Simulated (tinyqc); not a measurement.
Ideality, resistance and saturation current from three points.

Inverse problem. Well above I0 a diode obeys V = n Vt ln(I/I0) + Rs I. Find n, Rs and I0.

Values chosen for this exercise: temperature T = 250 K.

Constants: q = 1.602176634e-19 C, kB = 1.380649e-23 J/K, Vt = kB T/q. Results are converted to the units shown.

I (A): 0.00094  0.0098  0.1
V (V): 0.080709571  0.14740882  0.34377104

Answer. The equation is linear in a = n Vt, Rs and c = -a ln I0; three points give a 3 x 3 system.

n = 1.04
Rs = 1.60 ohm
I0 = 2.74e-5 A

Program tinyqc, `OMP_NUM_THREADS=1 python tinyqc.py 2640109 2640110 out.jsonl`; Intel Xeon 2.30GHz, shared host, one thread, about 0.01 s.
